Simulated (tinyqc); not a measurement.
Diameter from the threshold shift.

Inverse problem. Undoped body with a flat potential across it, hard walls, transport along x. One isotropic valley (g = 1, mx = my = mz = me). Non-parabolicity enters the subband edges through E (1 + al E) = gamma, so E = 2 gamma/(1 + sqrt(1 + 4 al gamma)); motion within a subband is taken as parabolic with the band-edge mass. Energies are counted from the bulk band edge. gamma = C (2 z/(t + dl))^2 (1/my + 1/mz)/2, z the zeros of the Bessel functions J_l (2.404826, 3.831706, 5.135622, 5.520078, ...), twofold for l > 0; the mean inverse mass is an approximation for anisotropic valleys, C = hbar^2/(2 m0). Each subband has N_k = g sqrt(2 mx m0 kB T/(pi hbar^2)); without degeneracy n = exp(EF/Vt) sum N_k exp(-E_k/Vt). Classical value Nc times pi t^2/4, Nc = sum over valleys of 2 g (m m0 kB T/(2 pi hbar^2))^1.5 with m = (mx my mz)^(1/3). Threshold shift dVT = Vt ln(classical value/sum N_k exp(-E_k/Vt)). Find t and the lowest subband edge.

Values chosen for this exercise; masses close to those of In0.53Ga0.47As: temperature T = 400 K; mass at the band edge me = 0.0408 m0; non-parabolicity al = 1.2 1/eV; widening of the box by penetration into the insulator dl = 0.2 nm.

Constants: q = 1.602176634e-19 C, kB = 1.380649e-23 J/K, hbar = 1.054571817e-34 J s, m0 = 9.1093837015e-31 kg, Vt = kB T/q, hbar^2/(2 m0) = 0.0380998212 eV nm^2. Results are converted to the units shown.

dVT = 241.70464 mV

Solution. dVT is evaluated for trial values of t with all subbands; between 1.5 and 25 nm one value matches.

t = 6.800 nm
E_1 = 318.9 meV

Computed by the program tinyqc: `OMP_NUM_THREADS=1 python tinyqc.py 2350062 2350063 out.jsonl`, one thread of a shared Intel Xeon 2.30GHz, about 0.1 s for the whole run.
